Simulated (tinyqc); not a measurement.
Temperature: carrier statistics of a doped semiconductor with parabolic bands.

Eg(T) = Eg0 - al T^2/(T + be); m_de = Mv^(2/3) (ml mt^2)^(1/3); m_dh = (mhh^(3/2) + mlh^(3/2))^(2/3); Nc and Nv from N = 2 (m kB T/(4 pi c))^(3/2) with c = hbar^2/2m0, in 1/angstrom^3; times 1e24 for 1/cm^3.

Energies are counted from Ev, so Ec = Eg. n = Nc F_1/2((EF - Eg)/kT), p = Nv F_1/2(-EF/kT), ND+ = ND/(1 + 2 exp((EF - Eg + ED)/kT)), NA- = NA/(1 + 4 exp((EA - EF)/kT)); neutrality asks p + ND+ = n + NA-. F_j(eta) = (1/Gamma(j + 1)) integral_0^infinity x^j dx/(1 + exp(x - eta)), which tends to exp(eta) for eta << 0.

Constants: hbar^2/2m0 = 3.80998211 eV angstrom^2; kB = 8.617333262e-05 eV/K.

Values chosen for the exercise (near those of SiC; the results hold for these values, not for the real material):
- Eg0 = 3.218 eV (gap at 0 K)
- al = 0.000656 eV/K (Varshni alpha)
- be = 1234 K (Varshni beta)
- ml = 0.337 m0 (longitudinal electron mass)
- mt = 0.431 m0 (transverse electron mass)
- Mv = 3 (equivalent valleys)
- mhh = 1.04 m0 (heavy-hole mass)
- mlh = 0.427 m0 (light-hole mass)
- ND = 6.4e+16 1/cm^3 (donors)
- NA = 4.4e+12 1/cm^3 (acceptors)
- ED = 0.061 eV (donor level below Ec)
- EA = 0.198 eV (acceptor level above Ev)

Neutrality solved at each temperature; ni = sqrt(Nc Nv) exp(-Eg/2kT).

Carriers (1/cm^3):
```
T (K),EF (eV),n,p,majority / |ND - NA|,ni,Eg (eV)
30,3.1794,2.33e+11,<1e-99,3.64e-06,<1e-99,3.2175
50,3.1782,1.68e+14,<1e-99,0.00263,<1e-99,3.2167
77,3.1700,2.76e+15,<1e-99,0.0431,2.00e-87,3.2150
120,3.1530,1.74e+16,<1e-99,0.272,2.37e-49,3.2110
200,3.1074,4.83e+16,9.11e-60,0.755,6.64e-22,3.1997
300,3.0309,6.00e+16,4.07e-32,0.937,4.94e-08,3.1795
450,2.8944,6.29e+16,2.37e-13,0.983,122,3.1391
600,2.7412,6.35e+16,0.000898,0.992,7.55e+06,3.0892
800,2.5180,6.38e+16,2.01e+04,0.996,3.58e+10,3.0116
1000,2.2787,6.39e+16,6.71e+08,0.998,6.55e+12,2.9244
```

What does the comparison show, and why?

Ionisation is incomplete: the majority density is below 90 % of the net doping at 30, 50, 77, 120 and 200 K, down to a share of 3.6e-06. It is within 10 % of the net doping at 300, 450, 600, 800 and 1000 K. The majority density never exceeds the net doping by 10 %; ni is 6.55e+12 1/cm^3 at 1000 K against a net doping of 6.40e+16. EF goes from 3.179 eV to 2.279 eV, where midgap is 1.462 eV and the intrinsic level (Boltzmann) 1.487 eV.

Run: tinyqc, `OMP_NUM_THREADS=1 python tinyqc.py 1652571 1652572 out.jsonl`; Intel(R) Xeon(R) Processor @ 2.30GHz, one thread, shared host; about 0.01 s of CPU time with all checks.
